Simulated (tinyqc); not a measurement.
Donors with valley-orbit split 1s states: one step. Partition sums of the neutral donor. Three cases, with inputs chosen for the exercise.

Task: Give each term g exp(E/kT), W_s, and the effective degeneracy W_s exp(-E_ground/kT).

Each donor binds at most one electron, in any of its states. For a site s, W_s = sum over its states of g exp(E/kT), and the ionised share is 1/(1 + W_s exp(eta)), eta = (EF - Ec)/kT; n = Nc F_1/2(eta); neutrality n + NA = ND x (mean ionised share); holes are neglected. Nc from N = 2 (m kB T/(4 pi c))^(3/2) with c = hbar^2/2m0, in 1/angstrom^3; times 1e24 for 1/cm^3, m = md. F_j(eta) = (1/Gamma(j + 1)) integral_0^infinity x^j dx/(1 + exp(x - eta)), which tends to exp(eta) for eta << 0.

Constants: hbar^2/2m0 = 3.80998211 eV angstrom^2; kB = 8.617333262e-05 eV/K.

Case 1.

Values chosen (near those of As in Si; not measured data):
- md = 1.066 m0 (density-of-states mass of the conduction band)
- E = (51.8, 30.4, 30.2) meV (binding energies of 1s(A1), 1s(T2), 1s(E))
- g = (2, 6, 4) (their degeneracies with spin)
- T = 300 K

Case 2.

Values chosen (near those of As in Si; not measured data):
- md = 1.059 m0 (density-of-states mass of the conduction band)
- E = (54.3, 33.7, 31.2) meV (binding energies of 1s(A1), 1s(T2), 1s(E))
- g = (2, 6, 4) (their degeneracies with spin)
- T = 200 K

Case 3.

Values chosen (near those of As in Si; not measured data):
- md = 1.085 m0 (density-of-states mass of the conduction band)
- E = (52.8, 32.1, 31.3) meV (binding energies of 1s(A1), 1s(T2), 1s(E))
- g = (2, 6, 4) (their degeneracies with spin)
- T = 225 K

Give: Nc; terms; W_s; effective degeneracy.

Result:

Case 1.

Nc = 2.7619e+19 1/cm^3

terms: 1s(A1) 14.83, 1s(T2) 19.45, 1s(E) 12.86

W_s: donor 47.145

effective degeneracy: donor 6.357

The ground state alone would give 2 and all states together 12; here the excited states hold 69 % of the bound electrons.

Case 2.

Nc = 1.4886e+19 1/cm^3

terms: 1s(A1) 46.70, 1s(T2) 42.40, 1s(E) 24.45

W_s: donor 113.55

effective degeneracy: donor 4.863

The ground state alone would give 2 and all states together 12; here the excited states hold 59 % of the bound electrons.

Case 3.

Nc = 1.8421e+19 1/cm^3

terms: 1s(A1) 30.46, 1s(T2) 31.42, 1s(E) 20.10

W_s: donor 81.972

effective degeneracy: donor 5.383

The ground state alone would give 2 and all states together 12; here the excited states hold 63 % of the bound electrons.

Computed by tinyqc, one run a case: `OMP_NUM_THREADS=1 python tinyqc.py N N+1 out.jsonl` with N = 1650063, 1650117, 1650145; one thread of a shared Intel(R) Xeon(R) Processor @ 2.30GHz, about 0.01 s a run at most.
